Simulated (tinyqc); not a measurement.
Three-phonon processes in a diatomic chain: dispersion, energy and momentum conservation, and decay channels of optical phonons: one step, computed by the program tinyqc. Command: `OMP_NUM_THREADS=1 python tinyqc.py 3120059 3120060 out.jsonl threeph walk`. One thread of a shared host (Intel(R) Xeon(R) Processor @ 2.30GHz), about 0.05 s of CPU time with the checks.

Cell length a, two atoms, one spring constant. x = q a/pi runs from -1 to 1; A and O are the acoustic and optical branches. Matrix elements are not computed: only conservation laws and occupation factors are followed.

Problem. Dispersion. omega^2 = k (1/m + 1/M) -/+ k sqrt((1/m + 1/M)^2 - 4 sin^2(pi x/2)/(m M)); nu = 15.6333042 THz x sqrt(omega^2) for eV/(angstrom^2 u).

Inputs (values chosen for the exercise, for a model chain): light mass m = 31 u; heavy mass M = 66.6 u; spring constant k = 11 eV/angstrom^2.

Constants: nu for 1 eV/(angstrom^2 u) = 15.6333042 THz.

Give: the table «Branches» with the columns nu_A (THz), nu_O (THz), for x = 0.10, 0.20, 0.35, 0.50, 0.65, 0.80, 0.90, 1.00.

Solution.

Branches:
```
x     nu_A (THz)  nu_O (THz)
0.10       1.164       15.90
0.20       2.318       15.77
0.35       4.007       15.43
0.50       5.606       14.92
0.65       7.058       14.30
0.80       8.249       13.64
0.90       8.785       13.30
1.00       8.985       13.17
```
